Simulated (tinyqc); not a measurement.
AlGaN/GaN HEMT with access regions, lumped model: two steps of the calculation.

A polarisation-induced electron sheet under a Schottky gate, in series with two ungated access regions and contacts. Drift law v = mu E/(1 + mu E/vs) under the gate. Currents in mA/mm, resistances in ohm mm. No self-heating, no channel-length modulation; fits for polarisation, barrier and offset are chosen for the exercise.

Values chosen for this exercise; values close to those of AlGaN/GaN structures:
- x = 0.21 (aluminium share of the barrier)
- d = 18 nm (barrier thickness)
- eps_r = 9.5 (relative permittivity of barrier and channel)
- mu = 1100 cm^2/(V s) (channel mobility)
- vs = 1.1e7 cm/s (saturation velocity)
- Lg = 0.25 um (gate length)
- Ls = 1 um (source access length)
- Ld = 16 um (drain access length)
- Rc = 0.25 ohm mm (resistance of each contact)
- ft = 0 (share of the drain-access electrons removed by traps)
- Vg = -1 V (gate voltage)
- Vd = 6 V (drain voltage)

Constants: q = 1.602176634e-19 C, eps0 = 8.8541878128e-14 F/cm where lengths are in cm. Results are converted to the units shown.

Task 1. Polarisation charge, threshold and sheet resistance. sigma = (5e13 x + 1.6e13 x^2) cm^-2, phiB = 0.84 + 1.3 x, dEc = 0.7 (1.71 x + x^2) in volts, Cb = eps0 eps_r/d, VT = phiB - dEc - q sigma/Cb, access density n0 = -Cb VT/q. Rsh = 1/(q mu n0); largest access current q n0 vs.

Find: sigma; Cb; VT; n0; Rsh; q n0 vs.

Result 1.

sigma = 1.1206e13 cm^-2
Cb = 0.46730 uF/cm^2
VT = -3.0111 V
n0 = 8.7825e12 cm^-2
Rsh = 646.07 ohm
q n0 vs = 1547.8 mA/mm

Task 2. Drain current. Access resistance R(L, n) = L/(q mu n sqrt(1 - (I/(q n vs))^2)); Rs = Rc + R(Ls, n0), Rd = Rc + R(Ld, (1 - ft) n0). Vg' = Vg - I Rs, Vd' = Vd - I (Rs + Rd); with u = Vg' - VT, Vc = vs Lg/mu and w the smaller of Vd' and Vc [sqrt(1 + 2 u/Vc) - 1] (0 if negative), the channel gives (mu Cb/Lg)(u w - w^2/2)/(1 + w/Vc). I(new) = I + 0.5 (channel current - I).

I after iteration 1 = 435.44871 mA/mm
VT = -3.0111367 V
Cb = 0.46730436 uF/cm^2
n0 = 8.7825353e12 cm^-2

Find: Rs; Rd; Vg'; Vd'; channel current; I after iteration 2.

Result 2.

Rs = 0.92326 ohm mm
Rd = 11.022 ohm mm
Vg' = -1.4020 V
Vd' = 0.79840 V
channel current = 477.00 mA/mm
I after iteration 2 = 456.22 mA/mm

tinyqc, about 0.01 s, one thread, Intel Xeon 2.30GHz (shared host): `OMP_NUM_THREADS=1 python tinyqc.py 2570014 2570015 out.jsonl`
